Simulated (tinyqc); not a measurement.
Thinning the body: Gamma, L and X subbands of a thin body with non-parabolic valleys.

Hard walls, flat band, c = hbar^2/2m0, energies from the bulk Gamma edge. For a valley at angle theta to the normal 1/m_z = cos^2/ml + sin^2/mt and m_d = sqrt(ml mt^2/m_z). Subband n starts at E_v + e with e (1 + a e) = c (n pi/t)^2/m_z, and its density-of-states mass is taken as m_d (1 + 2 a e), without further growth at higher in-plane energy. Groups are named by valley and degeneracy.

n_i = g m/(2 pi c) kB T ln(1 + exp((EF - E_i)/kB T)), sum n_i = Ns (1e12/cm^2 = 1e-4/angstrom^2), c = hbar^2/2m0. Quantum capacitance Cq = 1602.176634 sum g m/(2 pi c) f_i in microfarad/cm^2 with f_i = 1/(1 + exp((E_i - EF)/kB T)); Cox = 34.5313/eot (one gate); C/Cox = Cq/(Cq + Cox), the centroid term left out.

Constants: hbar^2/2m0 = 3.80998211 eV angstrom^2; kB = 8.617333262e-05 eV/K.

Values chosen for the exercise (near those of a thin Ge channel; shifted at random, so the results belong to these values and not to a real crystal):

| symbol | value | unit | meaning |
|---|---|---|---|
| face | 100 |  | surface |
| mG | 0.0376 | m0 | Gamma mass |
| aG | 1.05 | 1/eV | Gamma non-parabolicity |
| EL | -0.126 | eV | L edge above Gamma |
| mL | (1.602, 0.084) | m0 | L valleys (four, along <111>): ml, mt |
| EX | 0.06 | eV | X edge above Gamma |
| mX | (0.9, 0.189) | m0 | Delta valleys (six, along <100>): ml, mt |
| aS | 0.49 | 1/eV | non-parabolicity of L and X |
| Ns | 4.5 | x 1e12/cm^2 | sheet density |
| T | 300 | K | temperature |
| eot | 13 | angstrom | equivalent oxide thickness |
| ts | (18, 24, 30, 40, 55, 75, 110) | angstrom | thicknesses |

Lowest edge of each valley type, the lowest group, the Gamma share and C/Cox, with n = 1 to 8 of all groups.

Results:

| t (angstrom) | Gamma (eV) | L (eV) | X (eV) | lowest | Gamma share (%) | C/Cox |
|---|---|---|---|---|---|---|
| 18 | 1.303 | 0.577 | 0.182 | X2 | 0.0 | 0.870 |
| 24 | 0.895 | 0.312 | 0.130 | X2 | 0.0 | 0.869 |
| 30 | 0.657 | 0.171 | 0.105 | X2 | 0.0 | 0.893 |
| 40 | 0.430 | 0.050 | 0.086 | L4 | 0.0 | 0.903 |
| 55 | 0.260 | -0.029 | 0.074 | L4 | 0.0 | 0.900 |
| 75 | 0.153 | -0.073 | 0.067 | L4 | 0.0 | 0.900 |
| 110 | 0.077 | -0.101 | 0.063 | L4 | 0.0 | 0.901 |

From 110 down to 18 angstrom Gamma rises by 1.23 eV, L by 0.68 and X by 0.12 eV, the light Gamma mass moving most. The lowest group changes from L4 to X2 between 40 and 30 angstrom. The Gamma share stays near 0 %. C/Cox is 0.90 and 0.87 at the ends and lies between 0.87 and 0.90. Hard walls overstate the rise in the thinnest rows.

Run: tinyqc, `OMP_NUM_THREADS=1 python tinyqc.py 1250305 1250306 out.jsonl`; Intel(R) Xeon(R) Processor @ 2.30GHz, one thread, shared host; about 0.03 s of CPU time with all checks.
